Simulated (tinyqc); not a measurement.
# Read current of a NAND string, cells in series solved by shooting: what changes with what

Cells in series, numbered from 0 at the source line (0 V) to the bit line, each followed by a gap resistance Rg. A cell with gate Vg, threshold VT, source Vs and drain Vd passes I = 2 nf K Vt^2 [F(Vs) - F(Vd)]/(1 + th max(Vg - VT, 0)), F(V) = ln^2(1 + exp((Vg - VT - nf V)/(2 nf Vt))). The selected cell has Vg = Vr, the others Vg = Vp.

Values chosen for this exercise; values of the order met in vertical NAND strings:
```
symbol  value    unit                                 meaning
T         300       K                             temperature
K          13  uA/V^2                   gain factor of a cell
nf          2                                    slope factor
th        0.1     1/V               mobility reduction factor
Rg        5.8    kohm     resistance of the gap between cells
Vbl       0.3       V                        bit-line voltage
Vp        6.7       V                            pass voltage
Ve       -0.7       V             threshold of an erased cell
Vh        3.1       V          threshold of the highest state
Vx        2.5       V          threshold of the selected cell
Is         10      nA                         sensing current
Vr       4.03       V  read voltage on the selected word line
```

Constants: q = 1.602176634e-19 C, kB = 1.380649e-23 J/K, Vt = kB T/q. Results are converted to the units shown.

Each table varies one quantity; the others keep the values above.

## Read current against the number of cells

For a trial current I start at 0 V and, cell by cell, solve for the drain: sqrt(F(Vd)) = sqrt(F(Vs) - I/k), k = 2 nf K Vt^2/(1 + th max(Vg - VT, 0)), Vd = [Vg - VT - 2 nf Vt ln(exp(sqrt F) - 1)]/nf, then add I Rg. The string current is the I for which the last node reaches Vbl. The apparent threshold is the Vr at which I = Is. Background: all other cells erased (VT = Ve) or all in the highest state (VT = Vh); ratio and shift are high over erased and high minus erased. The selected cell is in the middle, cell n/2.

Read current against the number of cells:
columns A: n; B: I, others erased (uA); C: I, others high (uA); D: ratio; E: apparent VT, erased (V); F: apparent VT, high (V); G: background shift (mV)
```
A          B        C       D      E      F       G
8      1.194   0.8804  0.7373  2.466  2.467  0.8785
16    0.6697   0.4685  0.6995  2.468  2.470   1.759
32    0.3562   0.2419  0.6789  2.472  2.476   3.523
64    0.1840   0.1229  0.6682  2.480  2.487   7.069
96    0.1240  0.08239  0.6646  2.488  2.498   10.64
128  0.09350  0.06196  0.6627  2.495  2.509   14.30
192  0.06268  0.04142  0.6609  2.511  2.532   21.64
```

Read the table: what changes, and by how much?

With erased neighbours the current falls from 1.19 to 0.0627 uA, as n^(-0.83) between the first two rows and n^(-0.99) between the last two (-1 once the series resistance rules). The ratio falls from 0.737 to 0.661 and the background shift rises from 0.879 to 21.6 mV.

## Effect of the position of the selected cell

Same model as above.

The string has 32 cells, numbered from the source.

Results:
columns A: j; B: I, others erased (uA); C: I, others high (uA); D: ratio; E: apparent VT, erased (V); F: apparent VT, high (V); G: background shift (mV)
```
A        B       C       D      E      F         G
0   0.3612  0.2436  0.6745  2.465  2.465  2.863e-4
4   0.3601  0.2432  0.6754  2.466  2.467    0.8788
13  0.3573  0.2423  0.6780  2.471  2.474     2.861
18  0.3555  0.2416  0.6796  2.473  2.477     3.965
22  0.3538  0.2410  0.6811  2.475  2.480     4.850
27  0.3514  0.2401  0.6831  2.477  2.483     5.958
31  0.3493  0.2392  0.6848  2.479  2.486     6.846
```

Estimate the missing row, j = 9.

Computed row:
columns A: j; B: I, others erased (uA); C: I, others high (uA); D: ratio; E: apparent VT, erased (V); F: apparent VT, high (V); G: background shift (mV)
```
A       B       C       D      E      F      G
9  0.3586  0.2427  0.6768  2.469  2.471  1.979
```

With this row back in the table: From the source end to the bit-line end the apparent VT with high neighbours rises from 2.465 to 2.486 V and the background shift rises from 2.86e-4 to 6.85 mV. Cells and gaps on the source side raise the source of the selected cell, which costs nf times that voltage in gate drive; those on the drain side only lower its drain voltage.

Numbers from tinyqc (`OMP_NUM_THREADS=1 python tinyqc.py 2142118 2142119 out.jsonl`; about 0.4 s on one thread of a shared Intel Xeon 2.30GHz).
